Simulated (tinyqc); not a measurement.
Deal-Grove kinetics of thermal oxidation of silicon: one step, computed by the program tinyqc.

Oxidant diffuses through the oxide and reacts at the interface, so that dx/dt = B/(A + 2x) for the oxide thickness x.

Question. Rate constants. B = B0 p exp(-E_B/(k_B T)), B/A = (B/A)0 p^m exp(-E_A/(k_B T)), p in atm; A = B/(B/A). Temperatures in kelvin are T(C) + 273.15.

Inputs (values chosen for the exercise, close to those used for silicon): prefactor B0 = 670 um^2/h; activation energy E_B = 1.24 eV; prefactor (B/A)0 = 3.18e+06 um/h; activation energy E_A = 2 eV; temperature T = 975 C; oxidant pressure p = 1 atm; pressure exponent m of B/A = 0.75.

Ambient: dry oxygen. Surface: (100).

Constants: k_B = 8.617333262e-05 eV/K.

Give: parabolic constant B; linear constant B/A; length A.

Answer.

parabolic constant B = 0.006595 um^2/h

linear constant B/A = 0.02672 um/h

length A = 0.2468 um

Reaction at the interface limits growth while x is well below A/2 = 0.123 um, diffusion once x is well above it.
